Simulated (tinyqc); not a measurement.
# Surface potential of a MOS transistor: implicit equation and explicit approximations: effects of single changes

p-type body, charge-sheet picture, depletion and inversion only, full ionisation (an idealisation for deep acceptors), Boltzmann statistics (rough once Na exp(x - xn) passes about Nc/7). In units of Vt: xg = (Vg - Vfb)/Vt, x = psi/Vt, G = gamma/sqrt(Vt), xn = (2 phiF + Vc)/Vt. The implicit equation is (xg - x)^2 = G^2 [x - 1 + exp(x - xn)] for x above about 3. Cox = eps0 eox/tox.

Inputs (values chosen for the exercise); band and dielectric values close to those of silicon:

| symbol | value | unit | meaning |
|---|---|---|---|
| T | 300 | K | temperature |
| Eg | 1.1 | eV | band gap |
| eps_r | 11.6 |  | relative permittivity |
| Nc | 2.85e19 | cm^-3 | conduction-band density of states at T |
| Nv | 2.68e19 | cm^-3 | valence-band density of states at T |
| eox | 22.2 |  | relative permittivity of the gate insulator (close to hafnium oxide) |
| tox | 69 | nm | insulator thickness |
| Na | 1.8e17 | cm^-3 | acceptor density |
| Vfb | -0.5 | V | flat-band voltage |
| Vc | 0 | V | channel-body voltage |
| Vg | 1.92 | V | gate-body voltage |

Constants: q = 1.602176634e-19 C, kB = 1.380649e-23 J/K, Vt = kB T/q, eps0 = 8.8541878128e-14 F/cm where lengths are in cm. Results are converted to the units shown.

Each table varies one quantity; the others keep the values above.

## Accuracy of the approximations against gate voltage

ni = sqrt(Nc Nv) exp(-Eg/(2 Vt)), Eg in volts; phiF = Vt ln(Na/ni); gamma = sqrt(2 q eps0 eps_r Na)/Cox; VT = Vfb + Vt (xn + G sqrt(xn - 1)). Depletion value a = 1 + [sqrt(G^2/4 + xg - 1) - G/2]^2; inversion value b = xn + ln[(xg - xn)^2/G^2 - xn + 1] and first guess y = min(a, b) - ln(1 + exp(-|a - b|)) if a > xn + 1, else b = y = a; one second-order correction with D = exp(y - xn), p = 2 (xg - y) + G^2 (1 + D), w = (xg - y)^2 - G^2 (y - 1 + D): z = y + 2 w/(p + sqrt(p^2 - 2 (2 - G^2 D) w)), or the Newton step z = y + w/p where the root is not real. N_inv = (Cox Vt G/q) [sqrt(x - 1 + exp(x - xn)) - sqrt(x - 1)] at the root. Lambert form (Cox m Vt/q) W0[(G/(2 m sqrt(xn - 1))) exp((Vg - VT)/(m Vt))], m = 1 + G/(2 sqrt(xn - 1)). Errors under 1e-4 mV, and the linear form below VT, are printed as 0.

Result of one run:
```
Vg (V)	psi (V)	x - xn	error of y (mV)	error of z (mV)	N_inv (cm^-2)	Cox (Vg - VT)/q (cm^-2)	Lambert form (cm^-2)
1.71	0.94084	3.9112	7.97	-0.155	8.0349e11	1.0659e12	8.2011e11
```

What becomes of these results when the gate-body voltage Vg is changed from 1.71 to 2.31 V, all else the same?

Result of the changed run:
```
Vg (V)	psi (V)	x - xn	error of y (mV)	error of z (mV)	N_inv (cm^-2)	Cox (Vg - VT)/q (cm^-2)	Lambert form (cm^-2)
2.31	0.96808	4.9651	5.05	-0.0364	1.8004e12	2.1327e12	1.8325e12
```

The whole series:
```
Vg (V)	psi (V)	x - xn	error of y (mV)	error of z (mV)	N_inv (cm^-2)	Cox (Vg - VT)/q (cm^-2)	Lambert form (cm^-2)
0.71	0.57618	-10.194	3.53e-4	0	9.8938e5	0	5.9109e5
0.91	0.70554	-5.1906	0.0491	0	1.3263e8	0	1.1248e8
1.11	0.83299	-0.26048	6.39	-0.0156	1.6742e10	0	1.6766e10
1.31	0.89957	2.3150	13.2	-0.740	1.9879e11	3.5470e11	2.0335e11
1.51	0.92543	3.3154	10.3	-0.361	4.8755e11	7.1030e11	4.9825e11
1.71	0.94084	3.9112	7.97	-0.155	8.0349e11	1.0659e12	8.2011e11
1.91	0.95196	4.3415	6.60	-0.0850	1.1305e12	1.4215e12	1.1527e12
2.11	0.96076	4.6818	5.70	-0.0533	1.4635e12	1.7771e12	1.4908e12
2.31	0.96808	4.9651	5.05	-0.0364	1.8004e12	2.1327e12	1.8325e12
```

psi rises from 0.576 to 0.968 V and ends 5.0 Vt above 2 phiF + Vc. Among the rows the first guess is off by at most 13 mV (at Vg = 1.31 V) and the corrected value by at most 0.74 mV. In the last row the linear form is 18 % above N_inv and the Lambert form 1.8 % above it; in the first row the Lambert form is 40 % below it. For Vg = 1.51, 1.71, 1.91, 2.11, 2.31 the electron quasi-Fermi level lies less than 2 Vt below the band edge at the surface, or above it, where degeneracy and confinement, left out, matter.

## Effect of the channel-body voltage at fixed gate voltage

Same model as above.

Effect of the channel-body voltage at fixed gate voltage:
```
Vc (V)	psi (V)	x - xn	error of y (mV)	error of z (mV)	N_inv (cm^-2)	Cox (Vg - VT)/q (cm^-2)	Lambert form (cm^-2)
0	0.95245	4.3603	6.55	-0.0828	1.1470e12	1.4393e12	1.1695e12
0.2	1.1376	3.7872	8.68	-0.205	6.7830e11	9.2454e11	6.9098e11
0.4	1.3106	2.7421	13.4	-0.844	2.5063e11	4.2485e11	2.5510e11
0.6	1.4112	-1.1017	2.28	-2.58e-4	5.5355e9	0	5.4843e9
0.8	1.4135	-8.7497	1.09e-3	0	2.6423e6	0	2.2548e6
1	1.4135	-16.486	0	0	1153.8	0	773.95
```

What does the comparison show?

As Vc goes from 0 to 1, psi rises from 0.952 to 1.41 V, x - xn falls from 4.36 to -16.5 and N_inv falls from 1.15e12 to 1150 cm^-2. The Lambert form lies between 0.671 and 1.02 times N_inv. psi follows Vc only while the surface is inverted; once x falls below xn it settles at the depletion value. For Vc = 0, 0.2 the electron quasi-Fermi level lies less than 2 Vt below the band edge at the surface, or above it, where degeneracy and confinement, left out, matter.

Program tinyqc, `OMP_NUM_THREADS=1 python tinyqc.py 2122073 2122074 out.jsonl`; Intel Xeon 2.30GHz, shared host, one thread, about 0.01 s.
